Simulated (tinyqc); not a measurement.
Inside a calculation. Model: domain walls in a thin film with perpendicular anisotropy: Bloch, Neel and chiral walls, motion and stripe domains. Computed by tinyqc, a small Python program that keeps every step. Command: `OMP_NUM_THREADS=1 python tinyqc.py 3013108 3013109 out.jsonl mwall walk`. One thread of a shared host (Intel(R) Xeon(R) Processor @ 2.30GHz), about 0.01 s of CPU time with the checks. Intermediate numbers are printed to about 6 digits and carried at full precision; extremes and crossings named in words are read from the listed rows.

One-dimensional wall: polar angle theta(x), azimuth phi of the moment in the wall (phi = 0 Neel, 90 degrees Bloch). mu_0 = 1.25663706212e-6 T m/A, gamma = 1.76085963023e11 rad/(s T).

Inputs (values chosen for the exercise, for a model film):
```
quantity                      value        unit
saturation magnetisation M_s    672        kA/m
exchange stiffness A             21        pJ/m
uniaxial anisotropy K_u         398      kJ/m^3
DMI constant D                 0.21      mJ/m^2
thickness t                     1.1          nm
damping alpha                 0.035           -
current density J             0.063  1e12 A/m^2
spin Hall angle theta_SH      0.079           -
```

Drive: spin-orbit torque.

Constants: hbar = 1.054571817e-34 J s; e = 1.602176634e-19 C.

## Width and energy of the Bloch wall

K_eff = K_u - mu_0 M_s^2/2; Delta = sqrt(A/K_eff); sigma_0 = 4 sqrt(A K_eff); profile theta = 2 arctan exp(x/Delta); quality factor Q = 2 K_u/(mu_0 M_s^2).

K_eff = 114.261 kJ/m^3

width parameter Delta = 13.5569 nm

sigma_0 = 6.19611 mJ/m^2

quality factor Q = 1.40270

## Bloch or Neel

sigma(phi) = sigma_0 + 2 Delta K_D cos^2(phi) - pi D cos(phi), with the wall shape anisotropy K_D = N_x mu_0 M_s^2/2, N_x = t ln 2/(pi Delta). The minimum has cos(phi) = D/D_N for D < D_N = 4 Delta K_D/pi and phi = 0 beyond; sigma turns negative at D_c = (sigma_0 + 2 Delta K_D)/pi.

K_D = 5.07957 kJ/m^3

D_N = 0.0876792 mJ/m^2

azimuth phi = 0 degrees

wall energy sigma = 5.67411 mJ/m^2

D_c = 2.01612 mJ/m^2

A pure chiral Neel wall. D is 0.10 of D_c.

## Velocity under current

Spin-orbit drive: B_SL = hbar theta_SH J/(2 e M_s t) acts as the field (pi/2) B_SL cos(phi). Steady state: v = (gamma Delta/alpha)(pi/2) B_SL cos(phi) = gamma Delta [B_D sin(phi) - (B_K/2) sin(2 phi)], B_K = 2 K_D/M_s, B_D = pi D/(2 M_s Delta); the root with phi between its rest value and 90 degrees; v saturates at v_D = gamma Delta B_D.

B_SL = 2.21586 mT

azimuth in motion = 72.3580 degrees

velocity = 71.9479 m/s

saturation velocity v_D = 86.4360 m/s

v is 83 % of v_D: the wall has turned towards Bloch, where the torque loses its grip. Caution: pinning, heating and tilting of the wall are left out.

## Velocity against current

The formulas are those given above.

Steady motion:
```
J (1e12 A/m^2)  B_SL (mT)  phi (degrees)  v (m/s)  v at fixed rest phi (m/s)
0.02                0.703        49.9999  48.4435                       75.4
0.05                1.759        68.7301  68.3483                      188.4
0.10                3.517        78.1554  77.3458                      376.8
0.20                7.034        83.7522  82.0184                      753.6
0.50               17.586        87.4226  84.7273                     1884.1
1.00               35.172        88.6984  85.5942                     3768.2
2.00               70.345        89.3460  86.0185                     7536.5
5.00              175.862        89.7377  86.2698                    18841.1
```

The linear law holds to 5 % in 0 of the eight rows; in the last row v is 99.8 % of v_D = pi gamma D/(2 M_s), which depends on neither alpha nor theta_SH.

## Stripe domains

Dipolar length l = sigma/(mu_0 M_s^2); for t much smaller than the period the domain width is w = 0.955 t exp(pi l/t) (Kaplan and Gehring), given as log10 of w in nm.

dipolar length l = 9.99883 nm

log10 of the domain width in nm = 12.4234

Domains would exceed a millimetre: any device is a single domain in equilibrium.

## Raising D

The formulas are those given above.

Wall against D; the last column is the Kaplan-Gehring width, log10[0.955 t exp(pi sigma/(mu_0 M_s^2 t))/nm], with a dash where it falls below 10 Delta and the formula fails:
```
D (mJ/m^2)  phi (degrees)  sigma (mJ/m^2)  sigma/sigma_0  log10 domain width
0.018             78.1533         6.19031       0.999063             13.5516
0.044             59.8789         6.16143       0.994402             13.4885
0.070             37.0258         6.10833       0.985832             13.3724
0.400              0.0000         5.07720       0.819417             11.1187
0.810              0.0000         3.78915       0.611537              8.3034
1.200              0.0000         2.56393       0.413796              5.6254
1.600              0.0000         1.30729       0.210986              2.8788
1.800              0.0000         0.67897       0.109581                   -
```

D_N is 4 % of D_c, so a small D fixes the chirality long before it lowers the energy much. Beyond D_N sigma falls by pi per unit of D, and the domain width, which has sigma in an exponent, drops by 10.7 decades over the valid rows (values above 6 mean a single domain in any device).

Checks made by the program: sigma_0 against the integral over the profile (relative difference below 1e-10).
